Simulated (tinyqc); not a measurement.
Inside a calculation. Method: CIS on RHF in the sto-3g basis, for H2, spin multiplicity 1. One step of it, computed by the program tinyqc.

Task: CIS matrix, triplets. A(ia,jb) = (e_a - e_i) d_ij d_ab - (ij|ab).

orbital energies (hartree): MO1 -0.566332, MO2 0.641033

Two-electron integrals over orbitals (pq|rs), unique and non-zero (hartree):
```
(11|11) 0.669035   (21|21) 0.182904   (22|11) 0.658536   (22|22) 0.692174
```

Give: CIS matrix A, triplet.

Result:

CIS matrix A, triplet (hartree):
```
        1>2
1>2  0.5488
```
